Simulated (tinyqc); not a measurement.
bcc against fcc: Finnis-Sinclair potential for a bcc metal: fit to cohesion and elasticity, then vacancy, surfaces and structure. Computed by tinyqc, a small Python program. Command: `OMP_NUM_THREADS=1 python tinyqc.py 3110565 3110566 out.jsonl fsfit walk`. One thread of a shared host (Intel(R) Xeon(R) Processor @ 2.30GHz), about 0.01 s of CPU time with the checks.

E = (1/2) sum V(r) - A sqrt(rho), rho = sum phi(r), phi = (r - d)^2 for r < d, V = (r - c)^2 (c0 + c1 r + c2 r^2) for r < c. In bcc the 8 first neighbours lie at sqrt(3) a/2 and the 6 second at a; both cut-offs lie below the third shell; Omega = a^3/2; E is per atom and z the number of atoms in a shell. The four constants A, c0, c1, c2 are fitted to E_c, zero pressure, B and C12 - C44 alone, so C44 and C11 - C12 are not matched singly; defects are unrelaxed.

Inputs (values chosen for the exercise, modelled on molybdenum):
```
quantity             value      unit
lattice constant a   3.147  angstrom
cohesive energy E_c   6.95        eV
target C11             457       GPa
target C12             159       GPa
target C44             106       GPa
density cut-off d/a  1.314         -
pair cut-off c/a     1.032         -
```

Constants: 1 eV/angstrom^3 = 160.2176634 GPa.

Method:
- rho = sum z phi, rho1 = sum z r phi', rho2 = sum z r^2 phi''. At zero pressure the effective pair part V + 2 F' phi obeys C12 = C44, so C12 - C44 = F'' (rho1/3)^2/Omega with F'' = A/(4 rho^(3/2)); this gives A.
- With v_k = (r - c)^2 r^k the rows are (1/2) sum z v_k, (1/2) sum z r v_k' and (1/2) sum z r^2 v_k''. With rho1 = sum z r phi' and rho2 = sum z r^2 phi'' the right-hand sides are: -E_c + A sqrt(rho) (cohesion); A rho1/(2 sqrt(rho)) (zero pressure); 9 B Omega + A [rho2/(2 sqrt(rho)) - rho1^2/(4 rho^(3/2))] with B = (C11 + 2 C12)/3.
- Solve the three equations.
- E of each lattice against the volume per atom, as a multiple of Omega; all neighbours inside the cut-offs are summed.

c0, c1, c2 (eV/angstrom^2, eV/angstrom^3, eV/angstrom^4): 49.7436  -37.3867  7.2592

A = 1.92988 eV/angstrom

Energies (eV/atom):
```
V/Omega      bcc      fcc  fcc less bcc (meV)
0.80     -6.3438  -6.4459             -102.05
0.84     -6.5874  -6.5592               28.30
0.88     -6.7564  -6.6098              146.57
0.92     -6.8670  -6.6212              245.81
0.96     -6.9297  -6.6105              319.24
1.00     -6.9500  -6.5897              360.31
1.05     -6.9185  -6.5619              356.59
1.10     -6.8214  -6.5406              280.85
1.20     -6.5644  -6.5207               43.69
```

The lowest fcc row, at V/Omega = 0.92, lies +329 meV from the bcc minimum: the fit keeps bcc stable, though nothing in it asked for that.

Extremes, crossings and ranges named in words are read from the listed rows.
